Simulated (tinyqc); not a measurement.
Free and trapped electrons in a MOS channel with a dense trap tail: effect of the acceptor density.

p-type body, charge-sheet picture, full ionisation (an idealisation for deep acceptors), Boltzmann statistics for free electrons. e = Ec - EF at the surface. Acceptor-like traps of density D(E) = D0 + De exp(-E/Ew) at depth E below Ec, from 0 to Eu, hold n_t = integral of D(E)/(1 + exp((e - E)/Vt)). psi = Eg - Vt ln(Nv/Na) - e; N_dep = sqrt(2 eps0 eps_r Na (psi - Vt)/q); n_f = sqrt(N_dep^2 + 2 eps0 eps_r Vt Nc exp(-e/Vt)/q) - N_dep; Vg = Vfb + psi + q (N_dep + n_t + n_f)/Cox, Cox = eps0 eox/tox.

Vfb is held fixed. VT is the Vg for n_f = 1e11 cm^-2; swing ln 10 n_f/(dn_f/dVg) at n_f = 1e8 cm^-2; the last three columns are for Vg = VT + 2.5 V, with free share n_f/(n_f + n_t) and field-effect mobility mf q (dn_f/dVg)/Cox; there EF is near the band edge, where Boltzmann statistics are rough.

Parameters, values chosen for the exercise; band and dielectric values close to those of gallium nitride:
```
symbol,value,unit,meaning
T,250,K,temperature
Eg,3.35,eV,band gap
eps_r,9.58,,relative permittivity
Nc,1.78e18,cm^-3,conduction-band density of states at T
Nv,3.46e19,cm^-3,valence-band density of states at T
eox,3.9,,relative permittivity of the insulator
tox,31,nm,insulator thickness
Vfb,-2.71,V,flat-band voltage without trapped charge
D0,3.3e10,cm^-2 eV^-1,constant background density of acceptor-like traps
De,9.8e12,cm^-2 eV^-1,density of the tail at the conduction edge
Ew,0.12,eV,decay energy of the tail
Eu,0.5,eV,depth below Ec down to which the traps reach
mf,92,cm^2/(V s),mobility of free electrons
```

Constants: q = 1.602176634e-19 C, kB = 1.380649e-23 J/K, Vt = kB T/q, eps0 = 8.8541878128e-14 F/cm where lengths are in cm. Results are converted to the units shown.

Result of one run:
```
Na (cm^-3)	e at VT (eV)	VT (V)	q n_t/Cox at VT (V)	swing (mV/decade)	n_f (cm^-2)	free share (%)	field-effect mobility (cm^2/(V s))
2e17	-0.005842	5.983	1.546	304.3	1.672e12	58.87	90.01
```

What becomes of these results when the acceptor density Na is changed from 2e17 to 3e16 cm^-3, all else the same?

Result of the changed run:
```
Na (cm^-3)	e at VT (eV)	VT (V)	q n_t/Cox at VT (V)	swing (mV/decade)	n_f (cm^-2)	free share (%)	field-effect mobility (cm^2/(V s))
3e16	0.01416	3.484	1.424	251.6	1.605e12	58.00	89.58
```

The whole series:
```
Na (cm^-3)	e at VT (eV)	VT (V)	q n_t/Cox at VT (V)	swing (mV/decade)	n_f (cm^-2)	free share (%)	field-effect mobility (cm^2/(V s))
1e15	0.04693	1.933	1.162	192.7	1.435e12	55.55	87.64
2e15	0.04082	2.113	1.213	202.4	1.469e12	56.07	88.08
6e15	0.03042	2.506	1.299	220.0	1.526e12	56.90	88.76
1e16	0.02536	2.750	1.340	229.1	1.552e12	57.28	89.06
3e16	0.01416	3.484	1.424	251.6	1.605e12	58.00	89.58
8e16	0.003890	4.507	1.492	276.1	1.645e12	58.53	89.89
2e17	-0.005842	5.983	1.546	304.3	1.672e12	58.87	90.01
5e17	-0.01566	8.266	1.589	340.0	1.687e12	59.04	89.95
```

As Na goes from 1e15 to 5e17, VT rises from 1.93 to 8.27 V, its part due to traps rises from 1.16 to 1.59 V, the swing rises from 193 to 340 mV/decade and the field-effect mobility goes from 87.64 through a maximum of 90.01 (at Na = 2e17 among the rows listed) to 89.95 cm^2/(V s). Most of the rise of VT is depletion charge; the trap part grows since the same n_f needs EF nearer the band edge at heavier doping. For Na = 2e15, 6e15, 1e16, 3e16, 8e16, 2e17, 5e17 e is under 2 Vt already at VT, so VT too is rough.

Computed by the program tinyqc: `OMP_NUM_THREADS=1 python tinyqc.py 2222220 2222221 out.jsonl`, one thread of a shared Intel Xeon 2.30GHz, about 0.03 s for the whole run.
